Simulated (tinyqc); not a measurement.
Comparisons within one model: two-band massive Dirac model of the K valleys. A value that a table varies takes the place of the one given here.

Basis (conduction, valence): H = [[D/2, a t (tau kx - i ky)], [a t (tau kx + i ky), -D/2 + lam tau sz]], valley tau = +/-1, spin sz = +/-1. The gap of a spin and valley is G = D - lam tau sz. Berry curvature Omega = curl of i<u|grad u>; for the conduction band Omega_c = -tau 2 a^2 t^2 G/(G^2 + 4 a^2 t^2 k^2)^(3/2), and Omega_v = -Omega_c.

Constants: hbar^2/2m0 = 3.80998211 eV angstrom^2.

Inputs chosen for the exercise (near those used for monolayer MoSe2; not measured data):

| symbol | value | unit | meaning |
|---|---|---|---|
| a | 3.319 | angstrom | lattice constant |
| D | 1.39 | eV | gap parameter |
| t | 1.01 | eV | effective hopping |
| lam | 0.08 | eV | half the valence spin splitting |

## Away from the valley

Flavour tau = +1, sz = +1. Parabolic transition energy G + 2 a^2 t^2 k^2/G; degree of circular polarisation eta = 2 cos(theta)/(1 + cos^2(theta)). The last column is the Berry flux of the conduction band inside |k|, over 2 pi: -(1 - cos(theta))/2, cos(theta) = G/(transition energy).

Along |k|:

| \|k\| (1/angstrom) | transition (eV) | parabolic (eV) | Omega_c (angstrom^2) | eta | flux/2 pi |
|---|---|---|---|---|---|
| 0.000 | 1.3100 | 1.3100 | -13.096 | 1.0000 | 0.0000 |
| 0.025 | 1.3207 | 1.3207 | -12.781 | 1.0000 | -0.0040 |
| 0.050 | 1.3522 | 1.3529 | -11.908 | 0.9995 | -0.0156 |
| 0.075 | 1.4032 | 1.4065 | -10.656 | 0.9976 | -0.0332 |
| 0.100 | 1.4716 | 1.4816 | -9.238 | 0.9933 | -0.0549 |
| 0.150 | 1.6515 | 1.6960 | -6.536 | 0.9738 | -0.1034 |
| 0.200 | 1.8746 | 1.9962 | -4.469 | 0.9391 | -0.1506 |
| 0.300 | 2.4003 | 2.8540 | -2.129 | 0.8410 | -0.2271 |

The curvature halves at |k| = 0.150 1/angstrom, where 2 a t k = 0.766 G. At 0.3 the parabola is 454 meV too high, eta has fallen only to 0.841, and the flux has reached -0.227 of the -1/2 that a whole cone holds. The real bands leave this model beyond about 0.1 to 0.2 1/angstrom, where trigonal warping and other bands enter.

## Hole doping of the spin-split valence bands

The Fermi level lies E below the top of the valence band. kF for the upper and lower band of valley +1 from the two-band energy; each flavour holds kF^2/(4 pi) holes per area and both valleys count. Spin polarisation within one valley; Berry flux removed from valley +1, the sum of (1 - cos(theta_F))/2 with cos(theta_F) = G/sqrt(G^2 + 4 a^2 t^2 kF^2), in units of 2 pi.

Holes:

| E (meV) | kF upper (1/angstrom) | kF lower | p (1e12/cm^2) | spin polarisation in a valley | flux/2 pi |
|---|---|---|---|---|---|
| 20.0 | 0.0487 | 0.0000 | 3.77 | 1.000 | 0.0148 |
| 40.0 | 0.0693 | 0.0000 | 7.65 | 1.000 | 0.0288 |
| 80.0 | 0.0995 | 0.0000 | 15.75 | 1.000 | 0.0544 |
| 120.0 | 0.1236 | 0.0000 | 24.30 | 1.000 | 0.0774 |
| 152.0 | 0.1406 | 0.0000 | 31.47 | 1.000 | 0.0942 |
| 176.0 | 0.1526 | 0.0460 | 40.41 | 0.833 | 0.1165 |
| 240.0 | 0.1819 | 0.1050 | 70.25 | 0.500 | 0.1832 |
| 320.0 | 0.2154 | 0.1523 | 110.81 | 0.333 | 0.2535 |

Up to E = 2 lam = 160 meV, a density of 33.3e12/cm^2, only the upper band of this model is emptied and each valley is fully spin-polarised, oppositely in the two. Beyond it the polarisation falls, to 0.33 in the last row. The flux, times e^2/h, is in size the change of the Hall conductivity of one valley; the other valley cancels it in the charge current. Rows with kF above about 0.2 1/angstrom lie beyond the range of the model, and in real layers the valley at Gamma, close below in MoS2 and WS2, can take holes as well.

## What each parameter does

Flavour tau = sz = +1 at k = 0: gap G, mass c G/(a t)^2 with c = hbar^2/2m0, Omega_c, and the B - A splitting 2 lam. Each row changes one parameter from the base and keeps the others.

Results:

| case | G (eV) | mass (m0) | Omega_c (angstrom^2) | B - A (eV) |
|---|---|---|---|---|
| base | 1.3100 | 0.4442 | -13.096 | 0.1600 |
| a = 3.3854 angstrom | 1.3100 | 0.4269 | -13.625 | 0.1600 |
| D = 1.529 eV | 1.4490 | 0.4913 | -10.704 | 0.1600 |
| t = 1.111 eV | 1.3100 | 0.3671 | -15.846 | 0.1600 |
| lam = 0.12 eV | 1.2700 | 0.4306 | -13.934 | 0.2400 |

The largest shifts from the base row, up to three for each result and ties (the steps differ in size, so this ranks the rows, not the parameters). G (eV): D +0.1390, lam -0.0400; unchanged at the printed digits by a and t. mass (m0): t -0.0771, D +0.0471, a -0.0173. Omega_c (angstrom^2): t -2.750, D +2.392, lam -0.838. B - A (eV): lam +0.0800; unchanged at the printed digits by a, D and t. The mass goes as G/(a t)^2 and the curvature as (a t)^2/G^2, so their product is -2c/G.

Program tinyqc; command `OMP_NUM_THREADS=1 python tinyqc.py 1451736 1451737 out.jsonl`; about 0.01 s on one thread of a shared Intel(R) Xeon(R) Processor @ 2.30GHz.
